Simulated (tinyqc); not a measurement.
What moves the results: Slater-Koster d bands of a bcc metal. A value that a table varies takes the place of the one given here.

Slater-Koster d bands. For a bond with direction cosines (l, m, n) the 5 x 5 block is dds Ps + ddp Pp + ddd (1 - Ps - Pp), the projectors on sigma, pi and delta states about the bond; for instance <xy|xy> = 3 l^2 m^2 dds + (l^2 + m^2 - 4 l^2 m^2) ddp + (n^2 + l^2 m^2) ddd, <xy|yz> = 3 l m^2 n dds + l n (1 - 4 m^2) ddp + l n (m^2 - 1) ddd and <3z2-r2|3z2-r2> = (n^2 - (l^2 + m^2)/2)^2 dds + 3 n^2 (l^2 + m^2) ddp + (3/4)(l^2 + m^2)^2 ddd. H(k) sums the blocks times cos(k.R) over the neighbours; the d level is the zero of energy; k in 2 pi/a.

Neighbours: eight at (a/2)(1,1,1) and equivalents, and six at a(1,0,0) and equivalents with the integrals times f2.

Mesh: k = f1 b1 + f2 b2 + f3 b3 with fractions (j + 1/2)/N, j = 0 to N - 1, and b = (-1,1,1), (1,-1,1), (1,1,-1) for fcc, (0,1,1), (1,0,1), (1,1,0) for bcc, unit vectors for simple cubic. The lowest Nd/10 of all levels are filled with two electrons each; the bond energy is their sum per atom.

Values chosen for the exercise (of the size met in Mo; not measured data):
- dds = -1.251 eV (dd sigma)
- ddp = 0.851 eV (dd pi)
- ddd = -0.063 eV (dd delta)
- f2 = 0.5 (factor on all three integrals for second neighbours)
- N = 8 (mesh)

## Band filling: full bands against the rectangular model

W = sqrt(12 mu2) with mu2 the mean square level on the mesh; rectangular model: Fermi level W (Nd/10 - 1/2), bond energy -W Nd (10 - Nd)/20. The Fermi level of the mesh is the highest filled level.

Per atom (eV):

| Nd | EF, bands | bond energy, bands | EF, rectangle | bond energy, rectangle |
|---|---|---|---|---|
| 1 | -3.412 | -3.855 | -3.320 | -3.735 |
| 2 | -2.602 | -6.876 | -2.490 | -6.640 |
| 3 | -1.979 | -9.216 | -1.660 | -8.715 |
| 4 | -0.597 | -10.599 | -0.830 | -9.960 |
| 5 | 0.857 | -10.475 | 0.000 | -10.375 |
| 6 | 1.409 | -9.296 | 0.830 | -9.960 |
| 7 | 1.715 | -7.705 | 1.660 | -8.715 |
| 8 | 1.975 | -5.818 | 2.490 | -6.640 |
| 9 | 3.039 | -3.415 | 3.320 | -3.735 |

W = 8.300 eV
full width on the mesh = 9.849 eV

The bond energy is deepest at Nd = 4 (-10.599 eV); the rectangle has its minimum at 5. The two differ most at Nd = 7, by 1.010 eV or 10 % of the deepest value: the second moment fixes the parabola, and higher moments the rest. At Nd = 3 and 7 the bands give -9.216 and -7.705 eV, a skew towards less than half filling.

## Which lattice a d-band metal prefers

fcc has twelve neighbours, bcc eight and six (the six times f2), simple cubic six. The integrals of bcc and sc are scaled so that all three have the second moment of fcc, which stands for equal repulsion (structural energy difference theorem). s and p electrons are left out.

Bond energy per atom:

| Nd | fcc (eV) | bcc - fcc (meV) | sc - fcc (meV) |
|---|---|---|---|
| 1 | -4.630 | 298 | 194 |
| 2 | -7.815 | 87 | 158 |
| 3 | -10.140 | -218 | 425 |
| 4 | -11.490 | -422 | 546 |
| 5 | -11.681 | -92 | 580 |
| 6 | -10.888 | 440 | -56 |
| 7 | -9.228 | 568 | -487 |
| 8 | -6.753 | 215 | -903 |
| 9 | -3.595 | -242 | -841 |

scale factors: bcc 1.1239, sc 1.4142

mu3/mu2^1.5: fcc -0.294, bcc -0.282, sc 0.000

mu4/mu2^2: fcc 1.913, bcc 1.763, sc 2.083

largest change of a difference when N is raised to 14 = 104 meV

fcc is lowest for Nd = 1 and 2. bcc is lowest for Nd = 3, 4 and 5. sc is lowest for Nd = 6, 7, 8 and 9. bcc gains most on fcc at Nd = 4 (-422 meV). A small fourth moment marks a two-peaked band, which tends to favour fillings near one half; bcc has -8 % against fcc, and at Nd = 5 it lies -92 meV from fcc (differences of a few tens of meV are within the error of the mesh; hcp is left out, and this d-only model can miss the lattice of the real metal). The third moments, from three-membered rings, skew the bands. That simple cubic wins anywhere comes from keeping d bands and equal second moments alone; no transition metal takes it. Differences below about 104 meV are within the error of this mesh, and the s and p electrons left out weigh most where the d band is nearly empty or full.

## What each integral does

Levels at Gamma, E(t2g) = (8/3) dds + (16/9) ddp + (32/9) ddd + f2 (4 ddp + 2 ddd), E(eg) = (16/3) ddp + (8/3) ddd + f2 (3 dds + 3 ddd), and W = sqrt(12 mu2), the width of a rectangular band with the same second moment mu2 = z (dds^2 + 2 ddp^2 + 2 ddd^2)/5, z = 8 + 6 f2^2. Each row changes one parameter from the base and keeps the others.

Results:

| case | t2g (eV) | eg (eV) | W (eV) |
|---|---|---|---|
| base | -0.4081 | 2.3997 | 8.2998 |
| dds = -1.4386 eV | -0.9084 | 2.1183 | 8.9661 |
| ddp = 0.9786 eV | 0.0739 | 3.0802 | 8.9181 |
| ddd = -0.0725 eV | -0.4514 | 2.3601 | 8.3033 |
| f2 = 0.575 | -0.1623 | 2.1040 | 8.5085 |

The largest shifts from the base row, up to three for each result and ties (the steps differ in size, so this ranks the rows, not the parameters). t2g (eV): dds -0.5003, ddp +0.4820, f2 +0.2458. eg (eV): ddp +0.6805, f2 -0.2956, dds -0.2814. W (eV): dds +0.6663, ddp +0.6183, f2 +0.2087. The ratio of the shifts of t2g and eg names the integral: it is the ratio of the coefficients in the two formulas.

Program tinyqc; command `OMP_NUM_THREADS=1 python tinyqc.py 1480376 1480377 out.jsonl`; about 0.06 s on one thread of a shared Intel(R) Xeon(R) Processor @ 2.30GHz.
